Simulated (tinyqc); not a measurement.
# Chemical-mechanical planarisation: Preston law, pattern density and step-height reduction, step by step

A worked calculation. Computed by tinyqc, a small Python program that keeps every step. Command: `OMP_NUM_THREADS=1 python tinyqc.py 3012002 3012003 out.jsonl cmp walk`. One thread of a shared host (Intel(R) Xeon(R) Processor @ 2.30GHz), about 0.01 s of CPU time with the checks. Intermediate numbers are printed to about 6 digits and carried at full precision; extremes and crossings named in words are read from the listed rows.

A row of 10 cells, repeated periodically, holds raised features that cover a share rho of each cell.

Inputs (values chosen for the exercise, close to those used for oxide polishing):
```
quantity                          value  unit
Preston coefficient K           6.4e-14  1/Pa
pressure P                           37   kPa
platen and carrier speed             80   rpm
distance between the centres         19    cm
initial step height h0              260    nm
contact height h_c                   45    nm
film above the raised areas z0      560    nm
cell size                           1.2    mm
planarisation length                2.3    mm
polish time t                        37     s
```

local pattern densities, cell by cell: 0.1  0.2  0.5  0.4  0.4  0.1  0.6  0.3  0.8  0.25

## Blanket rate

With equal rotation speeds the relative speed is uniform, v = omega r_c; Preston rate R0 = K P v.

relative speed v = 1.59174 m/s

blanket rate R0 = 3.76924 nm/s

## Effective density

The stiff pad averages the density: rho_eff(i) = sum_j w_ij rho_j / sum_j w_ij, w = exp(-2 d^2/L^2), L the planarisation length and d the distance between cell centres, summed over all periodic images of cell j.

normalised weights (images included) for cells 0, 1, 2, ... apart: 0.416288  0.241520  0.047166  0.003101  0.000069  0.000001

effective densities: 0.213868  0.262576  0.377821  0.400242  0.340770  0.320227  0.405037  0.481115  0.499875  0.348469

Local densities span 0.1 to 0.8, effective ones 0.214 to 0.500.

## State at time t

While h > h_c only raised areas polish, at R0/rho_eff, until t_c = rho_eff (h0 - h_c)/R0. After that h = h_c exp(-(t - t_c)/tau), tau = rho_eff h_c/R0; low areas polish at R0 (1 - h/h_c) and raised areas at R0 [1 + (1 - rho_eff) h/(rho_eff h_c)]. Removed from raised areas after t_c: h0 - h_c + R0 (t - t_c) + (1 - rho_eff)(h_c - h); from low areas: R0 (t - t_c) - rho_eff (h_c - h). Film left = z0 less the removal from raised areas.

Cells:
```
cell   rho_eff  t_c (s)  step h (nm)  removed, raised (nm)  removed, low (nm)  film left on raised areas (nm)
1     0.213868  12.1992       0.0027               343.854            83.8568                         216.146
2     0.262576  14.9775       0.0400               331.163            71.2025                         228.837
3     0.377821  21.5511       1.4648               300.317            41.7820                         259.683
4     0.400242  22.8301       2.3192               294.008            36.3273                         265.992
5     0.340770  19.4378       0.6004               310.466            51.0662                         249.534
6     0.320227  18.2660       0.3350               315.975            56.3102                         244.025
7     0.405037  23.1036       2.5419               292.640            35.1818                         267.360
8     0.481115  27.4431       8.5235               269.949            18.4729                         290.051
9     0.499875  28.5132      10.8545               264.066            14.9203                         295.934
10    0.348469  19.8769       0.7340               308.382            49.1159                         251.618
```

range of film left across the row = 79.7882 nm

largest remaining step = 10.8545 nm

thinnest film left = 216.146 nm

10 of 10 cells have reached contact. The cell with the lowest rho_eff has lost the most film from its raised areas.

## Local against global planarity over time

Times are multiples of h0/R0; the range is the largest minus the smallest removal from raised areas.

Steps and range (nm):
```
multiple    t (s)  largest step  smallest step  range across the row  mean removal from raised areas
0.10        6.898       207.987        138.430                69.557                          75.671
0.20       13.796       155.974         24.079               133.439                         150.775
0.30       20.694       103.961          1.616               125.085                         214.701
0.45       31.041        29.463          0.028                89.075                         277.532
0.60       41.388         5.204          0.000                76.964                         320.445
0.80       55.184         0.516          0.000                74.620                         373.046
1.00       68.979         0.051          0.000                74.387                         425.095
1.30       89.673         0.002          0.000                74.363                         503.100
1.70      117.265         0.000          0.000                74.362                         607.100
```

Local steps shrink to 0.01 nm or less, but the range across the row reaches up to 133.4 nm among these rows and ends at 74.4 nm, against the limit (largest - smallest rho_eff) h0 = 74.4 nm: once flat, all cells polish alike and the difference stays. Evener density (dummy fill), a longer planarisation length or a smaller initial step reduces it. Caution: in the last rows the removal passes z0 somewhere, so they describe a thicker film than the one given.

Checks made by the program: volume removed per cell equals R0 t (relative difference below 1e-10).
